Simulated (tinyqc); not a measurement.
# Floating body of a partially depleted SOI transistor: body voltage and kink: effects of single changes

Source at 0 V. Channel current Ic = 2 nf K Vt^2 [F(0) - F(Vd)](1 + la Vd), F(V) = ln^2(1 + exp((Vg - VT - nf V)/(2 nf Vt))), VT = VT0 - gb Vb. Saturation voltage Vs = 2 Vt sqrt(F(0)) + 3 Vt, excess Ve = (Vd - Vs + sqrt((Vd - Vs)^2 + 0.0004 V^2))/2, multiplication M1 = Ai Ve exp(-Bl/Ve). Each junction passes D(v) = J1 (exp(v/Vt) - 1) + J2 (exp(v/(2 Vt)) - 1). Bipolar current Ib = bb J1 (exp(Vb/Vt) - 1). The body settles where M1 (Ic + Ib) = D(Vb) + D(Vb - Vd) + Vb/Rb; drain current Id = (1 + M1)(Ic + Ib) - D(Vb - Vd).

Values chosen for this exercise; values of the order met in partially depleted silicon-on-insulator transistors: temperature T = 300 K; threshold at zero body voltage VT0 = 0.48 V; fall of the threshold per volt of body voltage gb = 0.2; slope factor nf = 1.17; gain factor per width K = 140 uA/(V^2 um); channel-length modulation factor la = 0.07 1/V; impact-ionisation prefactor Ai = 1.86 1/V; impact-ionisation voltage Bl = 5.1 V; diffusion saturation current of each junction J1 = 3.1e-12 uA/um; recombination saturation current of each junction J2 = 1.1e-9 uA/um; gain of the lateral bipolar transistor on the diffusion current bb = 0; resistance of a weak body tie to the source (1e9 stands for no tie, and the term is then dropped) Rb = 5e5 kohm um; gate voltage Vg = 1.07 V; drain voltage Vd = 1.4 V.

Constants: q = 1.602176634e-19 C, kB = 1.380649e-23 J/K, Vt = kB T/q. Results are converted to the units shown.

Each table varies one quantity; the others keep the values above.

## Output curve and kink

Rows with more than one solution for Vb (latch) are left out; dId/dVd by a forward difference over 1e-4 V, swing = 1e-4 V over the change of log10 Id; M1 under 1e-12 is printed as 0.

Result of one run:

| Vd (V) | Vb (V) | M1 | Id, floating (uA/um) | Id, grounded (uA/um) | ratio | dId/dVd, floating (uS/um) | dId/dVd, grounded (uS/um) |
|---|---|---|---|---|---|---|---|
| 1.48 | 0.6192 | 0.002363 | 33.72 | 23.12 | 1.459 | 7.418 | 2.443 |

What becomes of these results when the drain voltage Vd is changed from 1.48 to 1.32 V, all else the same?

Result of the changed run:

| Vd (V) | Vb (V) | M1 | Id, floating (uA/um) | Id, grounded (uA/um) | ratio | dId/dVd, floating (uS/um) | dId/dVd, grounded (uS/um) |
|---|---|---|---|---|---|---|---|
| 1.32 | 0.5713 | 4.159e-4 | 32.43 | 22.78 | 1.423 | 9.194 | 1.795 |

The whole series:

| Vd (V) | Vb (V) | M1 | Id, floating (uA/um) | Id, grounded (uA/um) | ratio | dId/dVd, floating (uS/um) | dId/dVd, grounded (uS/um) |
|---|---|---|---|---|---|---|---|
| 1.16 | 0.4547 | 3.507e-5 | 30.00 | 22.52 | 1.332 | 40.47 | 1.519 |
| 1.32 | 0.5713 | 4.159e-4 | 32.43 | 22.78 | 1.423 | 9.194 | 1.795 |
| 1.48 | 0.6192 | 0.002363 | 33.72 | 23.12 | 1.459 | 7.418 | 2.443 |
| 1.64 | 0.6519 | 0.008063 | 34.89 | 23.59 | 1.479 | 7.392 | 3.510 |
| 1.8 | 0.6762 | 0.02010 | 36.15 | 24.26 | 1.490 | 8.444 | 4.947 |

Vb rises from 0.455 to 0.676 V and the ratio of the currents rises from 1.33 to 1.49. The output conductance with a floating body exceeds the grounded value by the largest factor among the rows, 26.6, at Vd = 1.16 V, where Vb = 0.455 V and M1 = 3.51e-5.

## Transfer curve and swing

Same model as above.

Results:

| Vg (V) | Vb (V) | M1 | Id, floating (uA/um) | Id, grounded (uA/um) | ratio | swing, floating (mV/decade) | swing, grounded (mV/decade) |
|---|---|---|---|---|---|---|---|
| 0.03 | 2.712e-6 | 0.05201 | 8.849e-8 | 8.849e-8 | 1.000 | 70.54 | 70.54 |
| 0.13 | 5.933e-5 | 0.05199 | 2.380e-6 | 2.379e-6 | 1.000 | 69.76 | 69.79 |
| 0.23 | 0.001596 | 0.05186 | 6.471e-5 | 6.403e-5 | 1.011 | 69.48 | 70.21 |
| 0.43 | 0.5795 | 0.03950 | 0.4754 | 0.03320 | 14.32 | 118.2 | 83.19 |
| 0.63 | 0.6231 | 0.01857 | 5.070 | 1.624 | 3.123 | 319.3 | 195.0 |
| 0.73 | 0.6267 | 0.01145 | 9.367 | 4.223 | 2.218 | 437.7 | 296.9 |
| 0.83 | 0.6243 | 0.006538 | 14.91 | 8.161 | 1.827 | 557.7 | 409.1 |

Estimate the missing row, Vg = 0.53 V.

Computed row:

| Vg (V) | Vb (V) | M1 | Id, floating (uA/um) | Id, grounded (uA/um) | ratio | swing, floating (mV/decade) | swing, grounded (mV/decade) |
|---|---|---|---|---|---|---|---|
| 0.53 | 0.6104 | 0.02816 | 2.080 | 0.3541 | 5.874 | 207.8 | 119.7 |

With this row back in the table: Vb goes from 2.71e-6 through a maximum of 0.627 (at Vg = 0.73 V among the rows listed) to 0.624 V. The smallest swing among the rows is 69.5 mV a decade with a floating body (at Vg = 0.23 V) and 69.8 with a grounded one; Vt ln 10 = 59.5. In the first row the floating body raises the current by a factor of 1.00.

Range of the model: The multiplication law is an empirical form chosen for the exercise; self-heating and capacitive coupling to the body are left out, and the linear laws are rough once Vb passes about 0.7 V or M1 about 0.1.

Program tinyqc, `OMP_NUM_THREADS=1 python tinyqc.py 2182207 2182208 out.jsonl`; Intel Xeon 2.30GHz, shared host, one thread, about 0.2 s.
